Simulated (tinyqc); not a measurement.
Self-consistent Fermi level with native defects, at growth and after a quench: one step, computed by the program tinyqc. Command: `OMP_NUM_THREADS=1 python tinyqc.py 3005074 3005075 out.jsonl scfermi walk`. One thread of a shared host (Intel(R) Xeon(R) Processor @ 2.30GHz), about 0.04 s of CPU time with the checks.

Energies are counted from the top of the valence band (VBM); when the gap shrinks with temperature the conduction band moves and the levels stay. The added dopant is taken as fully ionised. D and A draw on one reservoir with opposite signs, as the two vacancies of a compound do.

Task: Formation energies at E_F = 0. E_f(D, 0) = input + s and E_f(A, 0) = input - s; E_f(q, E_F = 0) follows from the levels, eps(q/q-1) = E_f(q - 1) - E_f(q) at E_F = 0.

Inputs (values chosen for the exercise, for a model semiconductor): E_f of the neutral native donor D = 2.417 eV; E_f of the neutral native acceptor A = 3.22 eV; shift s of the chemical potential = 0.14 eV.

Added shallow dopant: donor.

levels of D above the VBM, most positive state first (eV): 1.24  1.41  1.5

levels of A above the VBM, (0/-1) first (eV): 0.213  1.1

Give: E_f(q, E_F = 0).

Result:

E_f(q, E_F = 0) (eV): D(+3) -1.593, D(+2) -0.353, D(+1) 1.057, D(0) 2.557, A(0) 3.080, A(-1) 3.293, A(-2) 4.393
